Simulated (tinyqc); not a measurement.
Deep-level transient spectroscopy (DLTS) of one majority-carrier trap. From transient amplitude dC back to trap density N_t. Computed by tinyqc, a small Python program. Command: `OMP_NUM_THREADS=1 python tinyqc.py 3029782 3029783 out.jsonl dlts inv`. One thread of a shared host (Intel(R) Xeon(R) Processor @ 2.30GHz), about 0.2 s of CPU time with the checks.

A filling pulse loads the traps in a one-sided junction; under reverse bias they empty at the rate e, and the capacitance relaxes as C(t) = C_0 - dC exp(-e t). The signal is S = [C(t_2) - C(t_1)]/dC.

Inputs (values chosen for the exercise, with mass and screening modelled on CdS):

| quantity | value | unit |
|---|---|---|
| density-of-states mass m | 0.206 | m_0 |
| valleys M | 1 | - |
| trap depth E_t | 0.529 | eV |
| cross-section sigma_0 | 3.2e-15 | cm^2 |
| degeneracy ratio g | 0.5 | - |
| gate time t_1 | 0.005 | s |
| ratio t_2/t_1 | 2 | - |
| temperature T | 249 | K |
| doping N | 1.4e+15 | cm^-3 |
| dielectric constant eps | 8.48 | - |
| built-in voltage V_b | 1.5 | V |
| reverse bias V_r | 1.3 | V |
| diode area | 0.0019 | cm^2 |
| capture barrier E_b | 0.067 | eV |

Carriers: electrons. Extra term: capture barrier.

Constants: k_B = 8.617333262e-05 eV/K; k_B = 1.380649e-23 J/K; m_0 = 9.1093837015e-31 kg; h = 6.62607015e-34 J s; eps_0 = 8.8541878128e-12 F/m; e = 1.602176634e-19 C.

Method:
- e = g sigma v N_b exp(-E/k_B T), v = sqrt(3 k_B T/m), N_b = 2 M (2 pi m k_B T/h^2)^(3/2), sigma = sigma_0 exp(-E_b/k_B T), E = E_t.
- S(e) = exp(-e t_1) - exp(-e t_2) peaks at the rate window e_0 = ln(t_2/t_1)/(t_2 - t_1).
- T_p solves e(T) = e_0 (bisection between 15 and 1500 K); the half-height points solve S = S_max/2 on either side.
- W = sqrt(2 eps eps_0 (V_b + V_r)/(e N)), C_0 = eps eps_0 area/W. The pulse goes to zero bias, W_0 = W(V_r = 0). Traps within lambda = sqrt(2 eps eps_0 (E_t - E_F)/(e^2 N)) of the depletion edge stay filled, with E_F = k_B T_p ln(N_b/N) from the band, N_b = 2 M (2 pi m k_B T_p/h^2)^(3/2) (dopants taken as fully ionised). dC = C_0 (N_t/2N) f, f = [(W - lambda)^2 - max(W_0 - lambda, 0)^2]/W^2. The simple estimate is 2 N dC/C_0.

Task: A run gave the result below. Find the trap density N_t, known to lie between 2.4e+13 and 5.9e+13 cm^-3.

transient amplitude dC = 48.70216 fF

Result:

Each step takes the trial c = (a f_b - b f_a)/(f_b - f_a), f being the result less the target and a, b, c the logarithms of the listed values; c replaces end b, the old b replaces a if the sign of f changed, and otherwise f_a is halved.

Scan of the range:

| trap density N_t (cm^-3) | transient amplitude dC (fF) |
|---|---|
| 2.40e+13 | 25.5543 |
| 2.79e+13 | 29.7068 |
| 3.24e+13 | 34.4983 |
| 3.76e+13 | 40.0350 |
| 4.37e+13 | 46.5301 |
| 5.08e+13 | 54.0899 |
| 5.90e+13 | 62.8209 |

False position (Illinois rule, in the logarithm of the input) inside the bracket:

| step | end a | end b | trial | transient amplitude dC (fF) |
|---|---|---|---|---|
| 1 | 4.37000e+13 | 5.08000e+13 | 4.56318e+13 | 48.5869 |
| 2 | 5.08000e+13 | 4.56318e+13 | 4.57344e+13 | 48.6962 |
| 3 | 5.08000e+13 | 4.57344e+13 | 4.57450e+13 | 48.7075 |
| 4 | 4.57344e+13 | 4.57450e+13 | 4.57400e+13 | 48.7022 |
| 5 | 4.57450e+13 | 4.57400e+13 | 4.57400e+13 | 48.7022 |

Transient amplitude dC rises at every point of a 13-point scan of the range (every second point is shown), so one value fits; it is bracketed by 4.37e13 and 5.08e13. The scan shows a pure power law with exponent 1.000, so scaling from any one row also gives the answer directly. Answer: trap density N_t = 4.574e13 cm^-3.
